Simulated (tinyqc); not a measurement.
Inside a calculation. Method: coherent transport through a tight-binding region between two chains. One step of it, computed by the program tinyqc.

Problem. Transmission at E = -0.95 eV. Surface Green function g = (E - i sqrt(4 t^2 - E^2)) / (2 t^2); self-energy tc^2 g on each contact site; G = (E - H - Sigma)^(-1); Gamma = -2 Im Sigma; T = Gamma_L Gamma_R |G_LR|^2; local density of states -Im G_ii / pi.

H of the central region (eV):
```
           1          2          3          4
1  -0.560000  -0.580000   0.000000  -0.580000
2  -0.580000   0.860000  -0.580000   0.000000
3   0.000000  -0.580000  -0.260000  -0.580000
4  -0.580000   0.000000  -0.580000  -0.240000
```

Leads: semi-infinite chains with site energy 0:
```
parameter                           value
lead hopping t (eV)              2.150000
coupling to the left lead (eV)   1.350000
coupling to the right lead (eV)  1.390000
left contact site                       1
right contact site                      2
```

E = -0.950000 eV

Give: g; G; local density of states; transmission.

Solution.

g = -0.1028-0.4536i 1/eV

G (1/eV):
```
                1                2                3                4
1  0.0630-0.1911i   0.4103+0.1070i   1.2388-0.1316i   1.0635-0.2636i
2  0.4103+0.1070i  -0.2425-0.2590i   0.2488-0.4602i   0.5385-0.2885i
3  1.2388-0.1316i   0.2488-0.4602i  -1.2430-1.5230i  -0.0034-1.3516i
4  1.0635-0.2636i   0.5385-0.2885i  -0.0034-1.3516i  -0.5425-1.3195i
```

local density of states (1/eV): 0.0608  0.0824  0.4848  0.4200

transmission = 0.5212
